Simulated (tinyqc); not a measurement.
The window in starting coverage: bottom-up copper filling of a trench by curvature-enhanced accelerator coverage. Computed by tinyqc, a small Python program. Command: `OMP_NUM_THREADS=1 python tinyqc.py 3020494 3020495 out.jsonl superfill walk`. One thread of a shared host (Intel(R) Xeon(R) Processor @ 2.30GHz), about 0.05 s of CPU time with the checks.

A rectangular trench keeps vertical walls and a flat floor. An accelerator floats on the surface; where area is lost in the corners it is passed on to the floor.

Inputs (values chosen for the exercise, close to those used for damascene copper plating): trench width w = 87 nm; aspect ratio h/w = 1.3; exchange current of the suppressed surface i_0 = 0.017 mA/cm^2; exchange current of the accelerated surface i_1 = 2.1 mA/cm^2; transfer coefficient alpha = 0.45; overpotential eta = 0.2 V; adsorption rate k_a = 0 1/s; cupric ion concentration C = 0.67 mol/l; diffusivity D = 3.6e-06 cm^2/s; boundary layer delta = 77 um; temperature T = 298 K.

Constants: e = 1.602176634e-19 C; N_A = 6.02214076e+23 1/mol; k_B = 8.617333262e-05 eV/K.

Method. Kinetic current i_k = [i_0 (1 - theta) + i_1 theta] exp(alpha eta/(k_B T)), limit i_L = 2 F D C/delta, i = 1/(1/i_k + 1/i_L); velocity v = i Omega/(2F), Omega = 7.11 cm^3/mol, F = e N_A. Depletion inside the trench is ignored. Half width x, floor height y, depth h = aspect ratio x w. dx/dt = -v_s, dy/dt = v_b. d theta_b/dt = k_a (1 - theta_b) + [theta_s v_b + theta_b v_s]/x: the floor takes the accelerator of the wall it covers and keeps its own as it narrows. d theta_s/dt = k_a (1 - theta_s). theta_b is capped at 1. Integrate (tolerance 1e-9) until the walls meet (x = 0.02 w/2) or the floor passes the original mouth y = h. Start: x = w/2, y = 0, theta_b = theta_s = theta_0. Height filled = y/h, opening left = x/(w/2).

Outcome:
```
theta_0  v(1)/v(theta_0)  height filled  opening left  time (s)
0.001             51.580         0.6554       0.02000    184.14
0.003             42.433         1.0000       0.03576    149.05
0.010             26.285         1.0000       0.12998     83.31
0.020             17.141         1.0000       0.16582     52.09
0.050              8.576         1.0000       0.16425     26.11
0.100              4.860         1.0000       0.08040     16.28
0.200              2.783         0.8061       0.02000      9.93
0.400              1.682         0.5783       0.02000      6.00
0.800              1.115         0.4178       0.02000      3.98
```

What does the comparison show, and why?

The fill succeeds for theta_0 from 0.003 to 0.1 among these rows, with the widest margin at 0.02. Too little accelerator takes too long to concentrate. Too much speeds the walls as well and removes the contrast.
